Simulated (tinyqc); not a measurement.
Substrate current against gate voltage: lateral field, substrate current, probability of reaching the oxide barrier and hot-carrier lifetime of a silicon transistor (pseudo-two-dimensional and lucky-electron models). Computed by tinyqc, a small Python program. Command: `OMP_NUM_THREADS=1 python tinyqc.py 3027177 3027178 out.jsonl hotcar walk`. One thread of a shared host (Intel(R) Xeon(R) Processor @ 2.30GHz), about 0.01 s of CPU time with the checks.

Local-field models: a lucky carrier gains its energy at the peak field over a path free of collisions. Voltages are magnitudes.

Inputs (values chosen for the exercise, modelled on a silicon n-channel): channel length L = 270 nm; oxide thickness t = 5.2 nm; junction depth x_j = 72 nm; mobility mu = 330 cm^2/(V s); saturation velocity v_s = 0.88 1e7 cm/s; threshold voltage V_T = 0.36 V; drain voltage V_D = 3.3 V; ionisation prefactor A_i = 1.9e+06 1/cm; ionisation field B_i = 1.64 MV/cm; hot-carrier mean free path lambda = 8.5 nm; oxide barrier phi_b = 3.1 eV; interface-trap threshold phi_it = 3.8 eV; lifetime constant H = 20 s microampere/micrometre; length of the depleted extension L_n = 32 nm.

Drain: lightly doped extension.

Constants: eps_0 = 8.8541878128e-12 F/m.

Method:
- C_ox = 3.9 eps_0/t; F_sat = 2 v_s/mu; V_Dsat = V_ov F_sat L/(V_ov + F_sat L), V_ov = V_G - V_T; I_D/W = C_ox v_s (V_ov - V_Dsat).
- Scale length l = 0.22 t^(1/3) x_j^(1/2) (all in cm); F_m = sqrt(((V_D - V_Dsat)/l_e)^2 + F_sat^2), with l_e = l + L_n; length of the velocity-saturated region l_e ln((V_D - V_Dsat)/(l_e F_sat) + F_m/F_sat).
- Substrate current I_sub/I_D = (A_i/B_i)(V_D - V_Dsat) exp(-B_i/F_m); probability of reaching the oxide barrier exp(-phi_b/(e lambda F_m)); lifetime tau = (H/(I_D/W)) exp(phi_it/(e lambda F_m)).

At the given drain voltage:
```
V_G (V)  V_Dsat (V)  I_D/W (microampere/micrometre)  F_m (kV/cm)  I_sub/W (microampere/micrometre)     tau (s)
0.52        0.14400                             9.4       400.69                             0.571  1.4986e+05
0.69        0.26847                            36.0       385.18                             1.787  6.1090e+04
0.95        0.41852                           100.2       366.49                             3.811  3.9617e+04
1.30        0.56874                           217.0       347.80                             6.148  3.5245e+04
1.70        0.69410                           377.4       332.22                             8.181  3.7017e+04
2.20        0.80780                           603.2       318.10                            10.044  4.2083e+04
2.60        0.87652                           796.8       309.58                            11.195  4.6905e+04
3.10        0.94392                          1049.6       301.23                            12.379  5.3138e+04
3.60        0.99692                          1310.8       294.67                            13.386  5.9211e+04
```

I_sub rises over the whole table: the growing drain current outweighs the fall of F_m. The shortest lifetime among the rows lies at V_G = 1.3 V, below that of the largest I_sub, since tau depends more steeply on the field.

Extremes, crossings and ranges named in words are read from the listed rows.
